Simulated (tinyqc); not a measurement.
Gap and screening length from two transmissions.

Problem. At the source junction of a tunnel FET, T(w) = exp(-S), S = 2 pi lam sqrt(m/(C Eg)) [w + Eg/2 - sqrt(w (w + Eg))], C = hbar^2/(2 m0). Find Eg (between 0.1 and 3 eV) and lam.

Parameters, values chosen for the exercise:
```
symbol,value,unit,meaning
m,0.082,m0,band-edge mass of the two-band model
```

Constants: q = 1.602176634e-19 C, hbar = 1.054571817e-34 J s, m0 = 9.1093837015e-31 kg, hbar^2/(2 m0) = 0.0380998212 eV nm^2. Results are converted to the units shown.

T(w) at w = 0.05 and 0.48 eV: [9.4544640e-6, 0.0043157480]

Answer. The ratio of the two exponents depends on Eg alone and falls steadily with it, which fixes Eg; either exponent then gives lam.

ratio of the two S = 2.125
Eg = 1.330 eV
lam = 3.200 nm

Computed by the program tinyqc: `OMP_NUM_THREADS=1 python tinyqc.py 2620033 2620034 out.jsonl`, one thread of a shared Intel Xeon 2.30GHz, about 0.01 s for the whole run.
